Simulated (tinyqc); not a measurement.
Comparisons within one model: Stoner model of a band ferromagnet. A value that a table varies takes the place of the one given here.

Density of states per atom and spin: flat with a rise to the top, D(e) = (M/W) [1 - sp + 4 sp (e/W + 1/2)^3]. Levels e -/+ I m/2 for up and down spin, m = n_up - n_down, n_up + n_down = nd. At zero temperature e(N) is the energy below which N states lie, and E(m) = sum over spins of integral e D de - I m^2/4.

Constants: kB = 8.617333262e-05 eV/K.

Parameters, chosen for this exercise: W = 4.1 eV (band width, e from -W/2 to W/2); M = 5 (states per atom and spin); nd = 9.19 (electrons per atom); sp = 0.45 (shape parameter); I = 0.5 eV (Stoner parameter).

## Moment against temperature

Fermi-Dirac occupations on 600 equal energy intervals; m is iterated from saturation until it changes by less than 1e-7 or for 400 rounds; the paramagnet is unstable while I times the mean of D weighted by -df/de exceeds 1.

Results:
```
T/Tc  T (K)  m (muB)  I D(T) of the paramagnet
0.10    118    0.810                     1.319
0.30    354    0.802                     1.308
0.50    591    0.755                     1.242
0.65    768    0.679                     1.171
0.80    945    0.548                     1.096
0.90   1063    0.404                     1.047
0.95   1123    0.291                     1.023
1.10   1300    0.000                     0.956
```

Tc (from I D(T) = 1) = 1.18e+03 K

What does this show?

kB Tc = 0.102 eV, 0.25 of the exchange splitting at zero temperature. m keeps 0.93 of its first value at half Tc and 0.50 at 0.9 Tc. The model knows only Stoner excitations; spin waves and local moments bring the ordering temperature below the Stoner value.

## Moment against the Stoner parameter

Lowest state for each I.

Results:
```
I (eV)  I D(EF)  m (muB)  E - E(0) (meV)
0.23      0.607    0.000             0.0
0.31      0.818    0.000             0.0
0.35      0.923    0.000             0.0
0.38      1.002    0.759            -0.1
0.42      1.108    0.810            -6.6
0.48      1.266    0.810           -16.5
0.57      1.504    0.810           -31.2
0.69      1.820    0.810           -50.9
```

What does this show, and why?

A moment first appears at I = 0.38 eV of those listed, where I D(EF) = 1.002, and it is at once 0.76, most of the saturated value: the onset is steep or abrupt. It is saturated at 0.810 from I = 0.42 eV on.

## Moment against band filling

Rigid band, I fixed: a Slater-Pauling curve.

Results:
```
nd   I D(EF)  m (muB)  m_max
3.0    0.469    0.000    3.0
4.0    0.587    0.000    4.0
5.0    0.721    0.000    5.0
6.0    0.863    0.000    4.0
6.5    0.934    0.000    3.5
7.0    1.006    0.932    3.0
7.5    1.078    2.500    2.5
8.0    1.149    2.000    2.0
8.5    1.221    1.500    1.5
9.0    1.292    1.000    1.0
9.5    1.363    0.500    0.5
```

How do the results move?

Magnetic fillings among those listed: 7.0, 7.5, 8.0, 8.5, 9.0 and 9.5; the largest moment is 2.50 at nd = 7.5. At 7.5, 8.0, 8.5, 9.0 and 9.5 the moment is saturated and follows m_max, changing by one per electron.

## What moves the moment

Lowest state for each case. Each row changes one parameter from the base and keeps the others.

Results:
```
case          I D(EF)  m (muB)  E - E(0) (meV)
base            1.319    0.810           -19.7
W = 3.772 eV    1.434    0.810           -24.7
I = 0.54 eV     1.424    0.810           -26.3
nd = 8.89       1.276    1.110           -33.0
sp = 0.55       1.492    0.810           -27.0
```

What does this show?

The largest shifts from the base row, up to three for each result and ties (the steps differ in size, so this ranks the rows, not the parameters). I D(EF): sp +0.173, W +0.115, I +0.106. m (muB): nd +0.300; unchanged at the printed digits by W, I and sp. E - E(0) (meV): nd -13.3, sp -7.2, I -6.6.

Run: tinyqc, `OMP_NUM_THREADS=1 python tinyqc.py 1681698 1681699 out.jsonl`; Intel(R) Xeon(R) Processor @ 2.30GHz, one thread, shared host; about 0.3 s of CPU time with all checks.
